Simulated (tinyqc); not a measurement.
Worked calculation: thresholds of impact ionisation and Auger recombination from band masses. Values are carried at full precision from step to step, so a last printed digit may differ when a step is redone from the rounded ones.

Parabolic bands, no phonon. At threshold the three slow carriers share one velocity. With M their total mass and m4 the mass of the fast carrier, the fast carrier has the kinetic energy E_T = G M/(M - m4) and the slow ones together E_a = G m4/(M - m4), the activation energy of the Auger rate. CCCH (fast electron): G = Eg, M = 2 me + mh, m4 = me. CHHS (hole into the split-off band): G = Eg - Dso, M = 2 mh + me, m4 = ms; this form holds for Eg > Dso (below, the process needs about Dso - Eg and is marked by a dash). CHHL (hole into the light band): G = Eg, M = 2 mh + me, m4 = ml. CHHH (fast heavy hole): G = Eg, M = 2 mh + me, m4 = mh.

Constants: kB = 8.617333262e-05 eV/K; hbar^2/2m0 = 3.80998211 eV angstrom^2.

Inputs chosen for the exercise (near those of InAs, gap at low temperature and not tied to T; the results hold for these values, not for the real material):

| symbol | value | unit | meaning |
|---|---|---|---|
| Eg | 0.425 | eV | gap at Gamma to the s-like level |
| Dso | 0.387 | eV | spin-orbit splitting |
| me | 0.0261 | m0 | electron mass at Gamma |
| mh | 0.43 | m0 | heavy-hole mass |
| ms | 0.13 | m0 | split-off mass |
| ml | 0.027 | m0 | light-hole mass |
| T | 250 | K | temperature |

## Thresholds of four processes

Give G, M, m4, E_T, E_a and E_a/kT.

Results:

| process | G (eV) | M | m4 | E_T (eV) | E_a (eV) | E_a/kT |
|---|---|---|---|---|---|---|
| CCCH | 0.4250 | 0.4822 | 0.0261 | 0.4493 | 0.0243 | 1.13 |
| CHHS | 0.0380 | 0.8861 | 0.1300 | 0.0445 | 0.0065 | 0.30 |
| CHHL | 0.4250 | 0.8861 | 0.0270 | 0.4384 | 0.0134 | 0.62 |
| CHHH | 0.4250 | 0.8861 | 0.4300 | 0.8257 | 0.4007 | 18.60 |

The lowest activation energy is that of CHHS (7 meV), then CHHL (13 meV). CHHS leads because G = Eg - Dso is small. At equal G a light fast carrier takes up the energy with little momentum, so little is asked of the slow ones; CHHH asks 0.94 Eg. For equal masses E_T would be 3/2 Eg; for electrons here it is 1.057 Eg.

## Momenta at the CCCH threshold

At the threshold of the parabolic CCCH process the fast electron has E_T = Eg M/(M - me), M = 2 me + mh, and the slow carriers E_a = E_T - Eg together. It has k4 = sqrt(me E_T/c), c = hbar^2/2m0; the slow carriers share k4 in proportion to their masses. Give the wave vectors and kinetic energies, and check that they add up to E_a.

k4 = 0.05548 1/angstrom

electron, electron, hole (1/angstrom): 0.00300  0.00300  0.04947

their kinetic energies (meV): 1.32  1.32  21.69

sum = 24.32 meV

The hole carries 89 % of the momentum and of the energy of the slow carriers.

## Non-parabolicity raises the threshold

Non-parabolic fast electron: E (1 + alpha E) = c k^2/me with alpha = (1 - me)^2/Eg; the slow carriers stay parabolic, so E_T = Eg + me E_T (1 + alpha E_T)/M, M = 2 me + mh (the root between Eg and 1.9 Eg).

Give alpha, E_T, E_a = E_T - Eg and k4.

alpha = 2.2317 1/eV
E_T = 0.4786 eV
E_a = 0.05357 eV
k4 = 0.08234 1/angstrom

E_a is 2.20 times the parabolic value, since an electron at E_T above the edge has 1 + alpha E_T = 2.07 times the squared momentum, and E_T itself is 1.07 times higher.

## Temperature dependence

For non-degenerate carriers at fixed densities the Auger coefficient goes as exp(-E_a/kT), up to slowly varying powers of T. Give exp(-E_a/kT) for the parabolic and the non-parabolic CCCH value, and the characteristic temperature T0 = kT^2/E_a of each.

Boltzmann factors: 0.3234  0.08319

T0 (K): 221  101

Non-parabolicity lowers the factor by 3.9 times; direct CCCH stays open at this temperature.

## Checks

- Largest energy that an electron at k4 can give to a pair, by numerical search, against Eg (eV): both 0.4250.

Computed by tinyqc, a small Python program: `OMP_NUM_THREADS=1 python tinyqc.py 1850588 1850589 out.jsonl` (the numbers bound the seed that draws the inputs); one thread of a shared host (Intel(R) Xeon(R) Processor @ 2.30GHz), about 0.01 s for the whole set of steps.
